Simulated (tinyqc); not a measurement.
# Changing the anneal temperature T

Model: solubility, supersaturation, precipitation and gettering of an impurity in a silicon-like host. Computed by tinyqc, a small Python program. Command: `OMP_NUM_THREADS=1 python tinyqc.py 3028952 3028953 out.jsonl ripen sweep`. One thread of a shared host (Intel(R) Xeon(R) Processor @ 2.30GHz), about 0.01 s of CPU time with the checks.

The wafer was saturated at T1 and is then held at T.

Inputs (values chosen for the exercise, for a model impurity):
```
quantity,value,unit
site density N0,5e+22,1/cm^3
enthalpy of solution H,2.59,eV
entropy of solution S,8.9,k_B
diffusion prefactor D0,0.00086,cm^2/s
migration energy Q,0.732,eV
temperature of saturation T1,1350,K
sink density n,4.2e+07,1/cm^3
initial sink radius r0,6.3,nm
impurity density in the precipitate C_p,3.2e+22,1/cm^3
interface energy gamma,0.57,J/m^2
anneal time t,5900,s
```

Constants: k_B = 8.617333262e-05 eV/K; k_B = 1.380649e-23 J/K.

Method:
- C_eq(T) = N0 exp(S/k_B - H/(k_B T)); D(T) = D0 exp(-Q/(k_B T)); C0 = C_eq(T1). Supersaturation s = C0/C_eq(T); critical radius r* = 2 gamma/(C_p k_B T ln s); barrier W* = (4 pi/3) gamma r*^2. Strain energy is left out.
- tau0 = 1/(4 pi n r0 D); C_fixed(t) = C_eq + (C0 - C_eq) exp(-t/tau0). If all excess precipitates, the final radius is r_f = [r0^3 + 3 (C0 - C_eq)/(4 pi n C_p)]^(1/3), with tau_f = 1/(4 pi n r_f D).
- Growing sinks: with y = r/r_f and y0 = r0/r_f, dy/dt = (1 - y^3)/(3 tau_f y), which integrates to t/tau_f = F(y) - F(y0), F(y) = (1/2) ln[(1 + y + y^2)/(1 - y)^2] - sqrt(3) arctan[(2y + 1)/sqrt(3)]; the share of the excess left is (1 - y^3)/(1 - y0^3), and C(t) = C_eq + (C0 - C_eq) x share.

One run for each value:
```
anneal temperature T (K),C(t) with growing sinks (1/cm^3),tau_f (s),supersaturation s,critical radius r* (nm),W*/(k_B T)
743,5.7691e+16,8445.1,7.9267e+07,0.1909,8.49
810,2.4281e+16,3280.3,2.7921e+06,0.2146,9.83
878,2.8291e+15,1456.0,1.5771e+05,0.2455,11.88
945,5.8398e+13,733.3,1.3926e+04,0.2862,14.99
1010,4.3789e+13,411.3,1.7984e+03,0.3409,19.90
1080,3.0065e+14,238.7,2.6135e+02,0.4293,29.50
1150,1.6358e+15,148.7,4.8034e+01,0.5795,50.50
1220,7.3281e+15,99.9,1.0722e+01,0.8915,112.67
1280,2.3255e+16,78.4,3.3788e+00,1.6557,370.37
```

Over the rows, C(t) with growing sinks (1/cm^3) goes from 5.77e16 through a minimum among these rows, 4.38e13 at 1010, to 2.33e16; tau_f (s) falls from 8450 to 78.4 (exponent d ln y / d ln x -11 between the first rows and -5.0 between the last). When cold, diffusion is too slow for the time given; when hot, the solubility sets the floor.

Caution (rows 743, 810, 878, 945, 1010, 1080): the barrier to homogeneous nucleation is below 35 k_B T for these inputs, so new precipitates would form and outnumber the fixed sinks assumed here. Caution (rows 743, 810, 878, 945, 1010): a critical radius of atomic size is outside the capillary model.

Extremes, crossings and ranges named in words are read from the listed rows.
